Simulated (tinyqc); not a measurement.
Mobility of a non-polar semiconductor in the relaxation-time approximation: one step, computed by the program tinyqc.

Each valley is treated as a sphere of mass m_d for states and rates, with one isotropic relaxation time; the conductivity mass m_c sets the current.

Question. Fermi level and screening. Kane band: hbar^2 k^2/(2 m) = E (1 + alpha E), speed v = hbar k/(m (1 + 2 alpha E)), states per spin, volume and energy g(E) = m k (1 + 2 alpha E)/(2 pi^2 hbar^2); overlap factors are set to 1. Here m = m_d. Masses are multiplied by m_0 and all formulas are in SI units. The reduced Fermi level eta = E_F/(k_B T) solves n = 2 Z int g f dE with f = 1/(1 + exp(x - eta)) (Z = 1 unless valleys are given); screening length L_s = sqrt(eps_s eps_0 k_B T/(e^2 dn/deta)), dn/deta = 2 Z int g f (1 - f) dE. Integrals over x = E/(k_B T) use 160 Gauss-Legendre points in u = sqrt(x) from 0 to sqrt(max(eta, 0) + 32).

Inputs (values chosen for the exercise, modelled on electrons in silicon):
```
quantity                     value    unit
equivalent valleys Z             6       -
non-parabolicity alpha        0.55    1/eV
static permittivity eps_s     11.7       -
carrier density n          2.1e+14  1/cm^3
temperature T                  250       K
```

Band: Kane. Impurity formula: Conwell-Weisskopf. Further scattering: none.

density-of-states mass m_d = 0.3183676 m_0

Constants: k_B = 8.617333262e-05 eV/K; m_0 = 9.1093837015e-31 kg; e = 1.602176634e-19 C; hbar = 1.054571817e-34 J s; eps_0 = 8.8541878128e-12 F/m; k_B = 1.380649e-23 J/K.

Give: reduced Fermi level eta; screening length L_s.

Answer.

reduced Fermi level eta = -11.536

screening length L_s = 257.55 nm

The gas is non-degenerate (eta < -2), and L_s is close to the Debye length.
